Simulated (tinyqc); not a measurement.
Interlayer thickness: switching kinetics of a ferroelectric film and the memory window of a ferroelectric gate stack. Computed by tinyqc, a small Python program. Command: `OMP_NUM_THREADS=1 python tinyqc.py 3001935 3001936 out.jsonl feswitch walk`. One thread of a shared host (Intel(R) Xeon(R) Processor @ 2.30GHz), about 0.02 s of CPU time with the checks.

Fields in MV/cm; 1 microcoulomb/cm^2 over eps_0 is 11.29409 MV/cm. In the stack (metal, ferroelectric, interlayer, channel) the channel is taken as a conductor.

Inputs (values chosen for the exercise, for a model hafnia-based film): saturation polarisation P_s = 20 microcoulomb/cm^2; ratio P_r/P_s = 0.77; coercive field E_c = 1.6 MV/cm; permittivity of the ferroelectric eps_F = 28; thickness t_F = 12 nm; permittivity of the interlayer eps_I = 3.9; share s of P screened by trapped charge = 0.78; pulse height V = 5.7 V; breakdown field of the interlayer = 15 MV/cm.

Method. Series stack: V = E_F t_F + E_I t_I and eps_I E_I = eps_F E_F + (1 - s) P/eps_0. E_I is for P = +P_s at the pulse height, the depolarising field for P = +P_r at V = 0; V needed puts E_F = 1.5 E_c after switching.

Stack against t_I:
```
t_I (nm)  E_F after (MV/cm)  E_I (MV/cm)  depolarising field / E_c  V needed (V)
0.3                  3.7571       39.716                   0.12997         3.779
0.5                  3.2476       36.058                   0.19667         4.379
0.8                  2.6379       31.681                   0.27648         5.278
1.2                  2.0232       27.268                   0.35694         6.477
1.6                  1.5588       23.934                   0.41773         7.676
2.0                  1.1956       21.326                   0.46528         8.875
3.0                  0.5598       16.761                   0.54851        11.872
```

Each nanometre of interlayer costs 3.00 V, against 0.24 V for a nanometre of ferroelectric. The depolarising field grows from 0.13 to 0.55 E_c. At E_F = 1.5 E_c the interlayer carries (1.5 eps_F E_c + (1 - s) P_s/eps_0)/eps_I = 30.0 MV/cm whatever its thickness, above its breakdown field of 15 MV/cm, so the voltages in the last column could not be applied without breakdown. Caution: rows with E_I above the breakdown field of the interlayer cannot be reached without charge injection. Caution: where E_F after switching is below E_c the switching stalls before P_s, and where the depolarising field exceeds E_c the state switches back, so those rows describe states that are not held.
